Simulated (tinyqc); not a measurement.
Inside a calculation. Model: geometry relaxation of a small cluster. Computed by tinyqc, a small Python program that keeps every step. Command: `OMP_NUM_THREADS=1 python tinyqc.py 3003973 3003974 out.jsonl relax walk`. One thread of a shared host (Intel(R) Xeon(R) Processor @ 2.30GHz), about 0.01 s of CPU time with the checks. Intermediate numbers are printed to about 5 digits and carried at full precision; extremes and crossings named in words are read from the listed rows.

E = sum_(i<j) phi(r_ij), phi(r) = eps [exp(-2 alpha (r - r0)) - 2 exp(-alpha (r - r0))]; the force on i is -sum_j phi'(r_ij) (R_i - R_j)/r_ij.

Inputs (values chosen for the exercise, for model atoms): length r0 = 2.68 angstrom; well depth eps = 0.57 eV; stiffness alpha = 1.83 1/angstrom; step factor eta = 0.04 angstrom^2/eV; largest number of steps = 500.

Potential: Morse. Method: BFGS.

starting positions (angstrom), rows atom 1, atom 2, atom 3, atom 4, atom 5, columns x, y, z:
```
[[0.1, -0.08, 0.01],
 [2.81, 0.03, -0.04],
 [1.3, 2.41, -0.24],
 [1.34, 1.02, 2.13],
 [1.35, 0.8, -2.44]]
```

## Energy and forces at the start

Evaluate E and the forces at the starting positions.

distances (angstrom): 1-2 2.7127, 1-3 2.7754, 1-4 2.6911, 1-5 2.8878, 2-3 2.8257, 2-4 2.8018, 2-5 2.9128, 3-4 2.7478, 3-5 2.7266, 4-5 4.5753

energy at the start = -4.9570 eV

forces (eV/angstrom), rows atom 1, atom 2, atom 3, atom 4, atom 5, columns x, y, z:
```
[[0.44954, 0.41062, -0.37778],
 [-0.72573, 0.55314, -0.15553],
 [0.08454, -0.76806, 0.11082],
 [0.15304, -0.02884, -0.53912],
 [0.03861, -0.16686, 0.96160]]
```

## The first two steps

BFGS: R(new) = R + B F with the inverse Hessian B = eta 1 at first; with s = R(new) - R, y = F - F(new), rho = 1/(y.s): B(new) = (1 - rho s y^T) B (1 - rho y s^T) + rho s s^T, skipped if y.s is not positive. No atom moves more than 0.3 angstrom a step (the whole step is scaled). Stop when the largest force component is below 1e-5 eV/angstrom.

positions after step 1 (angstrom), rows atom 1, atom 2, atom 3, atom 4, atom 5, columns x, y, z:
```
[[0.1180, -0.0636, -0.0051],
 [2.7810, 0.0521, -0.0462],
 [1.3034, 2.3793, -0.2356],
 [1.3461, 1.0188, 2.1084],
 [1.3515, 0.7933, -2.4015]]
```

energy after step 1 = -5.0662 eV

positions after step 2 (angstrom), rows atom 1, atom 2, atom 3, atom 4, atom 5, columns x, y, z:
```
[[0.1409, -0.0321, -0.0500],
 [2.7257, 0.1053, -0.0666],
 [1.3125, 2.3240, -0.2219],
 [1.3642, 1.0153, 2.0638],
 [1.3568, 0.7674, -2.3053]]
```

energy after step 2 = -5.1326 eV

## All steps

The formulas are those given above.

Course of the relaxation:
```
step   E (eV)  largest force (eV/angstrom)  force calls
0     -4.9570                   9.6160e-01            1
1     -5.0662                   7.4578e-01            2
2     -5.1326                   6.5084e-01            3
3     -5.1567                   1.9983e-01            4
4     -5.1674                   1.4853e-01            5
5     -5.1774                   9.4576e-02            6
6     -5.1786                   7.9132e-02            7
7     -5.1807                   5.4255e-02            8
8     -5.1810                   4.6178e-02            9
...       ...                          ...          ...
13    -5.1813                   1.1911e-03           14
14    -5.1813                   1.0079e-03           15
15    -5.1813                   8.1493e-04           16
16    -5.1813                   7.5047e-04           17
17    -5.1813                   3.9472e-04           18
18    -5.1813                   2.3041e-04           19
19    -5.1813                   1.2627e-04           20
20    -5.1813                   2.8306e-05           21
21    -5.1813                   4.0018e-06           22
```

final positions (angstrom), rows atom 1, atom 2, atom 3, atom 4, atom 5, columns x, y, z:
```
[[0.0796, -0.0081, -0.0622],
 [2.7627, 0.1338, -0.0759],
 [1.2978, 2.3823, -0.2099],
 [1.3841, 0.9680, 2.0533],
 [1.3759, 0.7040, -2.2853]]
```

final energy = -5.1813 eV

steps = 21

largest force at the end = 4.0018e-06 eV/angstrom

Converged in 21 steps.

## Curvatures at the end

Hessian at the final positions by central differences of the forces; six eigenvalues vanish (translations and rotations). Steepest descent is stable for eta below 2/lambda_max and contracts the softest mode by 1 - eta lambda_min a step.

non-zero eigenvalues (eV/angstrom^2): [2.315, 2.315, 5.117, 7.403, 7.403, 7.886, 7.886, 13.318, 16.272]

condition number = 7.0278

largest stable eta = 0.12291 angstrom^2/eV

contraction of the softest mode = 0.90738

All are positive, so the end point is a minimum.

## Four methods from the same start

Steepest descent: R(new) = R + eta F. Conjugate gradient (Polak-Ribiere): d = F + beta d(old), beta = max(0, F.(F - F(old))/|F(old)|^2), d = F at first; step length from one secant, s = eta (F.d)/(F.d - F(R + eta d).d), replaced by eta if that is not positive; R(new) = R + s d. FIRE with unit mass: if F.v > 0, v = (1 - a) v + a |v| F/|F|, and after more than 5 such steps in a row dt = min(1.1 dt, 5 dt0), a = 0.99 a; else v = 0, a = 0.1, and dt = dt/2 (not at the first step). Then v = v + dt F, R(new) = R + dt v. dt0 = sqrt(eta), a = 0.1 at first. In this comparison each method may take up to 1500 steps.

Cost:
```
method              steps  force calls  final E (eV)  calls to reach 1e-2
steepest descent      101          102       -5.1813                   31
conjugate gradient     16           33       -5.1813                   15
BFGS                   21           22       -5.1813                   12
FIRE                   88           89       -5.1813                   36
```

In force calls the order is BFGS (22), conjugate gradient (33), FIRE (89), steepest descent (102). All that converged end at the same energy. Near the minimum steepest descent multiplies the slowest mode by 0.907 in size a step, 24 steps a decade of force, at a condition number of 7.0. It is the dearest here: the others use earlier steps to learn the curvature or to build momentum along soft directions.

Checks made by the program: forces against finite differences of E (relative difference 9e-10).
